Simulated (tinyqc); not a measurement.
Undoped gate-all-around wire MOSFET, analytic charge model: course of the iteration: charge at the source by Newton steps in y = ln(Q/Q0).

An undoped round wire of radius R under an insulator shell and a surrounding gate; long channel, electrons only, n = ni exp((psi - V)/Vt) with V the quasi-Fermi potential (0 at the source, Vd at the drain), constant mobility, no quantisation. The radial Poisson equation gives n(r) = n(0)/(1 - (1 - b) r^2/R^2)^2 with b = Q0/(Q + Q0). Q is the electron charge per area of the wire surface.

With V = 0 and Q = Q0 exp(y): f = Q/Cox + Vt y + Vt ln(1 + Q/Q0) - (Vg - V0); df/dy = Q/Cox + Vt (1 + Q/(Q + Q0)); y(new) = y - f/(df/dy).

Stop when y changes by less than 1e-11, or after 60 iterations.

Inputs (values chosen for the exercise): temperature T = 250 K; gate voltage Vg = 1.12 V.

Constants: q = 1.602176634e-19 C, kB = 1.380649e-23 J/K, Vt = kB T/q. Results are converted to the units shown.

y at the start = 1
Cox = 2.84980 uF/cm^2
Q0 = 44.2537 nC/cm^2
V0 = 0.537070 V

Course of the iteration:

| iteration | y | \|change\| |
|---|---|---|
| 1 | 7.17431 | 6.17 |
| 2 | 6.18991 | 0.984 |
| 3 | 5.23706 | 0.953 |
| 4 | 4.37205 | 0.865 |
| 5 | 3.71547 | 0.657 |
| 6 | 3.39868 | 0.317 |
| 7 | 3.34168 | 0.0570 |
| 8 | 3.34013 | 1.54e-3 |
| 9 | 3.34013 | 1.09e-6 |
| 10 | 3.34013 | < 1e-12 |

Did this iteration meet its convergence test, and what does its course show?

Yes. Converged in 10 iterations. At the end the number of correct digits about doubles with each step.

Range of the model: The surface density at the source passes 0.3 Nc, where Boltzmann statistics fail.

Numbers from tinyqc (`OMP_NUM_THREADS=1 python tinyqc.py 2460155 2460156 out.jsonl`; about 0.04 s on one thread of a shared Intel Xeon 2.30GHz).
